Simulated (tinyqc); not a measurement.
Admittance spectroscopy of a deep trap: one step of the calculation.

Schottky contact on an n-type layer with shallow donors Nd (all ionised) and a donor-like deep trap, neutral when filled and positive when empty; depletion approximation. Traps within lam of the depletion edge stay filled. The traps at xt = W - lam, where the level crosses the Fermi level, follow a slow signal and not a fast one. w = 2 pi f.

Problem. Admittance at the signal frequency. Emission rate en = sn vth(T) Nc(T) exp(-Et/kB T) = sn g T^2 exp(-Et/kB T), g = vth Nc/(300 K)^2, as vth goes as T^0.5 and Nc as T^1.5 (degeneracy factor 1). Inflection frequency w0 = 2 en [1 + Nt xt/(Nd W)]; C = C_HF + (C_LF - C_HF)/(1 + (w/w0)^2), G/w = (C_LF - C_HF)(w/w0)/(1 + (w/w0)^2).

Parameters, values chosen for the exercise; material values close to those of silicon:
- Nc = 2.85e19 cm^-3 (conduction-band density of states at 300 K)
- vth = 2.4e7 cm/s (thermal velocity at 300 K)
- Nd = 5.7e15 cm^-3 (shallow donor density)
- Et = 0.27 eV (depth of the trap below the conduction edge)
- sn = 1.2e-17 cm^2 (capture cross-section)
- Nt = 8.6e15 cm^-3 (trap density)
- f = 54000 Hz (signal frequency)
- T = 279 K (temperature)

Constants: q = 1.602176634e-19 C, kB = 1.380649e-23 J/K. Results are converted to the units shown.

W = 311.24407 nm
xt = 187.18043 nm
C_HF = 33.283846 nF/cm^2
C_LF = 43.778455 nF/cm^2

Wanted: en; w0/(2 pi); C; G/w.

Solution.

en = 94189 1/s
w0/(2 pi) = 57185 Hz
C = 38.832 nF/cm^2
G/w = 5.2387 nF/cm^2

The signal lies near the inflection, where the loss is largest.

Program tinyqc, `OMP_NUM_THREADS=1 python tinyqc.py 2050109 2050110 out.jsonl`; Intel Xeon 2.30GHz, shared host, one thread, about 0.01 s.
